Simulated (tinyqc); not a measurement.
# Planar ballistic transistor, top-of-the-barrier model: effects of single changes

At the top of the source barrier, states moving towards the drain are filled by the source (Fermi level 0) and states moving back by the drain (Fermi level -q Vd); nothing scatters. U is the shift of the band edge there, set by the capacitances CG, CD and CS (the total) and by the charge. Parabolic two-dimensional band; the source is grounded.

Parameters, values chosen for the exercise; mass and valleys close to those of germanium: temperature T = 77 K; effective mass m = 0.126 m0; valley degeneracy gv = 4; relative permittivity of the gate insulator eox = 3.9; insulator thickness tox = 2.9 nm; gate control CG/CS aG = 0.96; drain control CD/CS aD = 0.039; band edge at the barrier top above the source Fermi level at zero bias E0 = 0.2 eV; drain voltage Vd = 0.2 V.

Constants: q = 1.602176634e-19 C, kB = 1.380649e-23 J/K, hbar = 1.054571817e-34 J s, m0 = 9.1093837015e-31 kg, Vt = kB T/q, eps0 = 8.8541878128e-14 F/cm where lengths are in cm. Results are converted to the units shown.

Each table varies one quantity; the others keep the values above.

## Transfer curve

N0 = gv m kB T/(pi hbar^2), CG = eps0 eox/tox, vT = sqrt(2 kB T/(pi m)), CS = CG/aG, n0 = n at U = 0 and Vd = 0. eta1 = -(E0 + U)/Vt, eta2 = eta1 - Vd/Vt, n = (N0/2)[F_0(eta1) + F_0(eta2)], F_0(x) = ln(1 + exp x). U = UL + q (n - n0)/CS with UL = -(aG Vg + aD Vd), energies in eV. I = q (N0/2) vT [F_(1/2)(eta1) - F_(1/2)(eta2)] per width, F_(1/2)(x) = (2/sqrt(pi)) int_0^infinity u^(1/2)/(1 + exp(u - x)) du. CQ = (q/Vt) dn/d(eta1).

Results:
```
Vg (V)	eta1	n (cm^-2)	I (uA/um)	mean velocity I/(q n) (cm/s)	CQ/CS
0	-28.97	0.1838	2.261e-11	7.679e6	3.578e-12
0.2	-1.909	9.653e10	12.12	7.835e6	1.755
0.3	0.5723	7.123e11	101.1	8.862e6	8.693
0.4	1.843	1.390e12	223.4	1.003e7	11.74
0.5	2.922	2.078e12	373.4	1.122e7	12.90
0.6	3.945	2.769e12	549.2	1.238e7	13.34
0.7	4.947	3.460e12	748.8	1.351e7	13.50
0.8	5.942	4.152e12	970.1	1.458e7	13.56
```

Estimate the missing row, Vg = 0.1 V.

Computed row:
```
Vg (V)	eta1	n (cm^-2)	I (uA/um)	mean velocity I/(q n) (cm/s)	CQ/CS
0.1	-14.50	3.529e5	4.342e-5	7.679e6	6.871e-6
```

With this row back in the table: The current rises from 2.26e-11 to 970 uA/um. Between the first two rows the swing is 15.9 mV a decade, against Vt ln 10/aG = 15.9. CQ/CS goes from 3.6e-12 to 14, so a volt on the gate moves the band edge by 0.96 eV in the first row and 0.066 eV in the last: the gate charge is limited by the insulator. The mean velocity rises from 7.68e6 to 1.46e7 cm/s.

## Effect of the insulator thickness

Same model as above.

CQ = (q/Vt) dn/d(eta1). E0 is held fixed.

In this table Vg = 0.6 V, Vd = 0.6 V.

Effect of the insulator thickness:
```
tox (nm)	eta1	n (cm^-2)	I (uA/um)	mean velocity I/(q n) (cm/s)	CQ/CS
0.5	17.998	1.2571e13	4954.8	2.4600e7	2.3444
0.74	13.467	9.4064e12	3216.5	2.1343e7	3.4697
1.1	9.7751	6.8279e12	2001.4	1.8296e7	5.1574
1.6	7.0790	4.9452e12	1248.2	1.5754e7	7.4958
2.4	4.9056	3.4317e12	740.07	1.3460e7	11.171
3.6	3.3334	2.3529e12	440.43	1.1683e7	16.298
5.4	2.1844	1.6003e12	266.46	1.0393e7	22.758
8	1.3356	1.0960e12	167.18	9.5206e6	29.700
```

As tox goes from 0.5 to 8 nm, n falls from 1.26e13 to 1.10e12 cm^-2, the mean velocity falls from 2.46e7 to 9.52e6 cm/s and the current falls from 4950 to 167 uA/um. CQ/CS goes from 2.3 to 30. For tox = 0.5 to 0.74 nm the insulator is under 1 nm thick, where gate tunnelling would matter.

## Effect of the band edge at the barrier top above the source Fermi level at zero bias

Same model as above.

CQ = (q/Vt) dn/d(eta1).

In this table Vg = 0.6 V, Vd = 0.6 V.

Result of one run:
```
E0 (eV)	eta1	n (cm^-2)	I (uA/um)	mean velocity I/(q n) (cm/s)	CQ/CS
0.45	1.3223	1.0887e12	165.84	9.5080e6	10.736
```

What becomes of these results when the band edge at the barrier top above the source Fermi level at zero bias E0 is changed from 0.45 to 0.1 eV, all else the same?

Result of the changed run:
```
E0 (eV)	eta1	n (cm^-2)	I (uA/um)	mean velocity I/(q n) (cm/s)	CQ/CS
0.1	5.1505	3.6016e12	792.27	1.3730e7	13.519
```

The whole series:
```
E0 (eV)	eta1	n (cm^-2)	I (uA/um)	mean velocity I/(q n) (cm/s)	CQ/CS
0.1	5.1505	3.6016e12	792.27	1.3730e7	13.519
0.15	4.6306	3.2412e12	683.13	1.3155e7	13.466
0.2	4.1083	2.8810e12	580.06	1.2567e7	13.378
0.25	3.5817	2.5209e12	483.35	1.1967e7	13.229
0.3	3.0479	2.1613e12	393.29	1.1358e7	12.982
0.35	2.5015	1.8023e12	310.17	1.0742e7	12.568
0.4	1.9327	1.4444e12	234.27	1.0123e7	11.878
0.45	1.3223	1.0887e12	165.84	9.5080e6	10.736
```

As E0 goes from 0.1 to 0.45 eV, n falls from 3.60e12 to 1.09e12 cm^-2, the mean velocity falls from 1.37e7 to 9.51e6 cm/s and the current falls from 792 to 166 uA/um. CQ/CS goes from 14 to 11.

Numbers from tinyqc (`OMP_NUM_THREADS=1 python tinyqc.py 2400056 2400057 out.jsonl`; about 0.01 s on one thread of a shared Intel Xeon 2.30GHz).
